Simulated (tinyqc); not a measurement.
What moves the results: donor near an oxide interface in a gate field (two-state model). A value that a table varies takes the place of the one given here.

Interface at z = 0 (hard wall), donor at z = d, field F pulling electrons to the interface: potential e F z; 1 kV/cm = 1e-5 eV/angstrom, c = hbar^2/2m0, q = e^2/(4 pi eps0), Q = (eps - eo)/(eps + eo). Donor state: E_D = e F d - ED - q Q/(4 eps d), the last term joining the images of ion and electron. Interface state: z exp(-b z/2) exp(-rho^2/(2 L^2)) with E_z = c b^2/(4 mz) + 3 e F/b + q Q b/(8 eps), minimised over b; in the plane at z = 3/b the ion (distance D = d - 3/b) and its image (D' = d + 3/b) give E_rho = c/(mt L^2) - (q/eps)(sqrt(pi)/L)[erfcx(D/L) + Q erfcx(D'/L)], erfcx(x) = exp(x^2) erfc(x), minimised over L. E_I = E_z + E_rho.

The two states couple by t = t0 exp(-D/aD) with t0 = q/(eps aD) (2 aD/L) sqrt(aD b/2) v, v a valley factor; this form is an estimate. With detuning u = E_D - E_I the splitting is sqrt(u^2 + 4 t^2) and the lower state has weight (1 - u/sqrt(u^2 + 4 t^2))/2 on the donor.

Constants: hbar^2/2m0 = 3.80998211 eV angstrom^2; e^2/(4 pi eps0) = 14.39964547 eV angstrom.

Values chosen for the exercise (near those of a donor in Si below HfO2, static dielectric constants; shifted at random, so the results belong to these values and not to a real crystal):

| symbol | value | unit | meaning |
|---|---|---|---|
| d | 130 | angstrom | depth of the donor |
| ED | 53.2 | meV | bulk binding energy |
| mz | 0.922 | m0 | mass across the interface |
| mt | 0.193 | m0 | mass in the plane |
| eps | 11.3 |  | dielectric constant of the semiconductor |
| eo | 22 |  | dielectric constant of the oxide |
| aD | 20.9 | angstrom | donor radius |
| v | 0.45 |  | valley factor |
| Fl | (50.718, 51.59, 51.939, 52.113, 52.288, 52.636, 53.508) | kV/cm | fields |
| dl | (60, 80, 105, 135, 170, 215, 270) | angstrom | depths |

## Sweeping the field

Both levels, the splitting, the donor weight and the mean depth w d + (1 - w) 3/b.

Results:

| F (kV/cm) | E_D (meV) | E_I (meV) | splitting (meV) | donor weight | mean depth (angstrom) |
|---|---|---|---|---|---|
| 50.718 | 13.521 | 14.899 | 1.39 | 0.996 | 129.6 |
| 51.590 | 14.654 | 15.172 | 0.546 | 0.974 | 127.4 |
| 51.939 | 15.108 | 15.281 | 0.245 | 0.851 | 115.1 |
| 52.113 | 15.334 | 15.335 | 0.174 | 0.501 | 80.1 |
| 52.288 | 15.562 | 15.389 | 0.245 | 0.148 | 44.7 |
| 52.636 | 16.014 | 15.497 | 0.546 | 0.026 | 32.5 |
| 53.508 | 17.148 | 15.766 | 1.39 | 0.004 | 30.1 |

What can be read from the table?

E_D rises by 1.30 and E_I by 0.31 meV per kV/cm, so they cross once, near 52.1 kV/cm, where the splitting is 2t = 0.174 meV. The donor weight passes from 0.85 to 0.15 while the detuning goes from -2t to 2t, a window of 0.35 kV/cm or 0.68 % of the field; across the table the charge moves by 99 angstrom.

## Depth of the donor

Critical field, and the coupling, E_rho and L at that field.

Results:

| d (angstrom) | critical field (kV/cm) | e F d/ED | t (meV) | E_rho (meV) | L (angstrom) |
|---|---|---|---|---|---|
| 60 | 138.0 | 1.556 | 3.5 | -11.29 | 64 |
| 80 | 94.5 | 1.421 | 1.2 | -8.68 | 79 |
| 105 | 67.3 | 1.329 | 0.31 | -6.74 | 96 |
| 135 | 49.8 | 1.265 | 0.068 | -5.32 | 115 |
| 170 | 38.1 | 1.218 | 0.012 | -4.27 | 136 |
| 215 | 29.2 | 1.179 | 0.0012 | -3.42 | 162 |
| 270 | 22.6 | 1.148 | 8.3e-05 | -2.75 | 191 |

What can be read from the table?

The critical field falls from 138 to 23 kV/cm, with exponent -1.20 in d, while t drops by a factor 4.2e+04, about e for each 20 angstrom at the end (aD = 20.9). One lattice plane (1.36 angstrom) of misplacement changes t by 6 % and the critical field by about 1.6 % at 105 angstrom.

## What each parameter does

Critical field (E_D = E_I), and t and L there. Each row changes one parameter from the base and keeps the others.

Results:

| case | critical field (kV/cm) | t (meV) | L (angstrom) |
|---|---|---|---|
| base | 52.1 | 0.0872 | 112.1 |
| d = 120 angstrom | 57.3 | 0.145 | 105.8 |
| ED = 59.2 meV | 58.1 | 0.0840 | 113.0 |
| aD = 23 angstrom | 52.1 | 0.142 | 112.1 |
| mz = 0.784 m0 | 53.7 | 0.0932 | 110.6 |
| mt = 0.222 m0 | 51.9 | 0.0927 | 105.7 |
| eo = 33 | 50.2 | 0.0796 | 118.3 |
| eps = 12 | 53.2 | 0.0813 | 114.1 |

How do the results move?

The largest shifts from the base row, up to three for each result and ties (the steps differ in size, so this ranks the rows, not the parameters). critical field (kV/cm): ED +6.0, d +5.2, eo -1.9; unchanged at the printed digits by aD. t (meV): d +0.0581, aD +0.0544, eo -0.00765. L (angstrom): mt -6.4, d -6.3, eo +6.2; unchanged at the printed digits by aD.

tinyqc: `OMP_NUM_THREADS=1 python tinyqc.py 1252375 1252376 out.jsonl`; about 0.07 s, one thread, shared Intel(R) Xeon(R) Processor @ 2.30GHz.
